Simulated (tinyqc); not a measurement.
The basis set: RHF and MP2 along a ladder of basis sets, for H2, spin multiplicity 1. Computed by the program tinyqc with PySCF. 

Geometry (angstrom):

| atom | x | y | z |
|---|---|---|---|
| H | 0.0000 | 0.0000 | 0.0000 |
| H | 0.0000 | 0.0000 | 0.6670 |

Same geometry throughout; the dipole is taken about the origin.

RHF and frozen-core MP2 in a ladder of bases:

| basis | functions | E(RHF) (hartree) | E(MP2 corr) (hartree) | HOMO (eV) | LUMO (eV) | dipole (debye) |
|---|---|---|---|---|---|---|
| sto-3g | 2 | -1.115208 | -0.011527 | -16.5976 | 20.4723 | 0.0000 |
| 3-21g | 4 | -1.119021 | -0.016639 | -16.7665 | 7.7633 | 0.0000 |
| 6-31g | 4 | -1.123473 | -0.016585 | -16.8438 | 7.0109 | 0.0000 |
| 6-31g** | 10 | -1.127702 | -0.026211 | -16.8289 | 7.0218 | 0.0000 |
| cc-pvdz | 10 | -1.123161 | -0.025693 | -16.7499 | 5.7417 | 0.0000 |
| aug-cc-pvdz | 18 | -1.123276 | -0.026588 | -16.7625 | 1.6955 | 0.0000 |
| cc-pvtz | 28 | -1.129216 | -0.031441 | -16.8241 | 4.8121 | 0.0000 |

From cc-pVDZ to cc-pVTZ the RHF energy falls by 6.1 mhartree and the correlation energy by 5.7. If valence correlation converges as X^-3, (27 E(T) - 8 E(D))/19 gives -0.0339 hartree, a rough estimate from such small X that usually falls short; STO-3G holds about 34 % of it. Beyond STO-3G the LUMO moves by 6.1 eV and the HOMO by 0.1 eV; diffuse functions lower the positive LUMO sharply, since an unbound virtual level tracks the most diffuse function.
